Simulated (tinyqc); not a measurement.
Nanosheet or nanowire with hard walls, valleys of the Si type: one step. One-dimensional subbands. Five cases, with inputs chosen for the exercise.

Problem. The ten lowest levels of all groups together, numbered within each group.

Hard walls around a W x H rectangle. The block w_c of w in (y, z) confines; the transport mass follows from 1/m_x = w_xx - w_xc w_c^-1 w_cx. The cross-section problem c (w_yy ky^2 + 2 w_yz ky kz + w_zz kz^2), c = hbar^2/2m0, is solved in products sin(n pi y/W) sin(l pi z/H), n, l = 1 to 12; if w_yz = 0 the levels are c pi^2 (w_yy n^2/W^2 + w_zz l^2/H^2). The w_yz term couples (n, l) to (n', l') by -2 c w_yz D_nn'(W) D_ll'(H) with D_nm(L) = 4 n m/(L (n^2 - m^2)) for n + m odd and 0 otherwise.

Constants: hbar^2/2m0 = 3.80998211 eV angstrom^2.

Give: Subbands.

Case 1.

Values chosen (out of a larger set: near those of Si; not measured data): W = 50 angstrom (width, along y); H = 60 angstrom (height, along z = [001]).

Valleys:
```
group  valleys g      w_yy      w_zz    |w_yz|  m_x (m0)
A              2  5.347594  1.109878  0.000000  0.187000
B              2  1.109878  5.347594  0.000000  0.187000
C              2  5.347594  5.347594  0.000000  0.901000
```

Solution.

Subbands:
```
label  valleys g  m_x (m0)  E (eV)
B1             2    0.1870  0.0726
A1             2    0.1870  0.0920
B2             2    0.1870  0.1226
A2             2    0.1870  0.1268
C1             2    0.9010  0.1363
A3             2    0.1870  0.1848
B3             2    0.1870  0.2061
B4             2    0.1870  0.2401
A4             2    0.1870  0.2659
B5             2    0.1870  0.2902
```

The lowest subband is B1; the number of further ones in the list within kB T = 6.6 meV of it at 77 K is 0.

Case 2.

Values chosen (out of a larger set: near those of Si; not measured data): W = 195 angstrom (width, along y); H = 42 angstrom (height, along z = [001]).

Valleys:
```
group  valleys g      w_yy      w_zz    |w_yz|  m_x (m0)
A              2  5.263158  1.075269  0.000000  0.190000
B              4  3.169213  5.263158  0.000000  0.560000
```

Solution.

Subbands:
```
label  valleys g  m_x (m0)  E (eV)
A1             2    0.1900  0.0281
A2             2    0.1900  0.0437
A3             2    0.1900  0.0698
A4             2    0.1900  0.0969
A5             2    0.1900  0.1062
A6             2    0.1900  0.1125
B1             4    0.5600  0.1153
B2             4    0.5600  0.1247
A7             2    0.1900  0.1385
B3             4    0.5600  0.1404
```

The lowest subband is A1; the number of further ones in the list within kB T = 25.9 meV of it at 300 K is 1.

Case 3.

Values chosen (out of a larger set: near those of Si; not measured data): W = 115 angstrom (width, along y); H = 46 angstrom (height, along z = [001]).

Valleys:
```
group  valleys g      w_yy      w_zz    |w_yz|  m_x (m0)
A              2  5.291005  1.089325  0.000000  0.189000
B              4  3.190165  5.291005  0.000000  0.553500
```

Solution.

Subbands:
```
label  valleys g  m_x (m0)  E (eV)
A1             2    0.1890  0.0344
A2             2    0.1890  0.0795
A3             2    0.1890  0.0925
B1             4    0.5535  0.1031
B2             4    0.5535  0.1303
A4             2    0.1890  0.1376
A5             2    0.1890  0.1548
B3             4    0.5535  0.1757
A6             2    0.1890  0.1893
A7             2    0.1890  0.2128
```

The lowest subband is A1; the number of further ones in the list within kB T = 25.9 meV of it at 300 K is 0.

Case 4.

Values chosen (out of a larger set: near those of Si; not measured data): W = 70 angstrom (width, along y); H = 74 angstrom (height, along z = [001]).

Valleys:
```
group  valleys g      w_yy      w_zz    |w_yz|  m_x (m0)
A              2  5.235602  1.071811  0.000000  0.191000
B              2  1.071811  5.235602  0.000000  0.191000
C              2  5.235602  5.235602  0.000000  0.933000
```

Solution.

Subbands:
```
label  valleys g  m_x (m0)  E (eV)
B1             2    0.1910  0.0442
A1             2    0.1910  0.0475
B2             2    0.1910  0.0689
A2             2    0.1910  0.0696
C1             2    0.9330  0.0761
A3             2    0.1910  0.1064
B3             2    0.1910  0.1100
B4             2    0.1910  0.1520
A4             2    0.1910  0.1579
B5             2    0.1910  0.1676
```

The lowest subband is B1; the number of further ones in the list within kB T = 25.9 meV of it at 300 K is 3.

Case 5.

Values chosen (out of a larger set: near those of Si; not measured data): W = 180 angstrom (width, along y); H = 68 angstrom (height, along z = [001]).

Valleys:
```
group  valleys g      w_yy      w_zz    |w_yz|  m_x (m0)
A              2  5.181347  1.082251  0.000000  0.193000
B              4  3.131799  5.181347  0.000000  0.558500
```

Solution.

Subbands:
```
label  valleys g  m_x (m0)  E (eV)
A1             2    0.1930  0.0148
A2             2    0.1930  0.0329
A3             2    0.1930  0.0412
B1             4    0.5585  0.0458
B2             4    0.5585  0.0567
A4             2    0.1930  0.0593
A5             2    0.1930  0.0629
B3             4    0.5585  0.0748
A6             2    0.1930  0.0852
A7             2    0.1930  0.0893
```

The lowest subband is A1; the number of further ones in the list within kB T = 30.2 meV of it at 350 K is 2.

Computed by tinyqc, one run a case: `OMP_NUM_THREADS=1 python tinyqc.py N N+1 out.jsonl` with N = 1251999, 1252182, 1252592, 1252643, 1280068; one thread of a shared Intel(R) Xeon(R) Processor @ 2.30GHz, about 0.04 s a run at most.
